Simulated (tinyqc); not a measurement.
Stillinger-Weber potential for a tetrahedral semiconductor. Changing the three-body strength lambda. Computed by tinyqc, a small Python program. Command: `OMP_NUM_THREADS=1 python tinyqc.py 3003316 3003317 out.jsonl swsi sweep`. One thread of a shared host (Intel(R) Xeon(R) Processor @ 2.30GHz), about 0.05 s of CPU time with the checks.

With x = r/sigma: pair term eps A (B x^-4 - 1) exp(1/(x - a)); for each pair of neighbours j, k of atom i, three-body term eps lambda exp(gamma/(x_ij - a) + gamma/(x_ik - a)) (cos theta_jik + 1/3)^2; both vanish beyond x = a. A = 7.049556277, B = 0.6022245584, a = 1.8.

Inputs (values chosen for the exercise, modelled on silicon): energy scale eps = 2.22 eV; length scale sigma = 2.078 angstrom; gamma = 1.1.

Constants: 1 eV/angstrom^3 = 160.2176634 GPa.

Method. All angles are tetrahedral, so only the pair term acts; its minimum lies at x = 2^(1/6) with depth eps, and second neighbours lie beyond the cut-off. a0 = 4 d/sqrt3; E = -2 eps per atom. Second derivatives of the energy per atom, volume a0^3/8: e_xx gives C11, e_xx = -e_yy gives 2 (C11 - C12), e_xy = e_yx = h/2 gives the unrelaxed C44(0). Under that shear the second sublattice shifts by u_z; minimising over u_z gives C44 = C44(0) - E_hu^2/(E_uu V) and Kleinman's zeta = |E_hu/E_uu|/(a0/4). The optical force constant is k = 4 E_uu, with M omega^2 = k at the zone centre.

One run for each value:

| three-body strength lambda | C44 (GPa) | internal strain zeta | C11 (GPa) | C12 (GPa) | unrelaxed C44(0) (GPa) |
|---|---|---|---|---|---|
| 2 | 9.66 | 0.93947 | 113.14 | 103.07 | 107.54 |
| 5 | 22.78 | 0.85731 | 123.21 | 98.03 | 109.22 |
| 10 | 41.60 | 0.73941 | 139.99 | 89.64 | 112.02 |
| 15 | 57.41 | 0.64036 | 156.77 | 81.25 | 114.82 |
| 21 | 73.34 | 0.54057 | 176.91 | 71.18 | 118.17 |
| 30 | 92.62 | 0.41982 | 207.12 | 56.08 | 123.21 |
| 40 | 109.39 | 0.31478 | 240.68 | 39.30 | 128.80 |
| 60 | 133.57 | 0.16328 | 307.81 | 5.73 | 139.99 |

What does the table show, and why?

Over the rows, C44 (GPa) rises from 9.66 to 134 (exponent d ln y / d ln x 0.94 between the first rows and 0.49 between the last); internal strain zeta falls from 0.939 to 0.163 (exponent d ln y / d ln x -0.100 between the first rows and -1.6 between the last); C11 (GPa) rises from 113 to 308 (exponent d ln y / d ln x 0.093 between the first rows and 0.61 between the last). At the low end the exponent of C44 is 0.94, close to 1: without bond bending the relaxed lattice has no shear stiffness. (C11 + 2 C12)/3 stays at 106.43 GPa, since uniform compression bends no bond, while (C11 - C12)/2 is proportional to lambda, 2.517 GPa per unit.

Caution (all rows): the original fit to silicon is too soft in shear (C44) and too stiff for the optical mode.
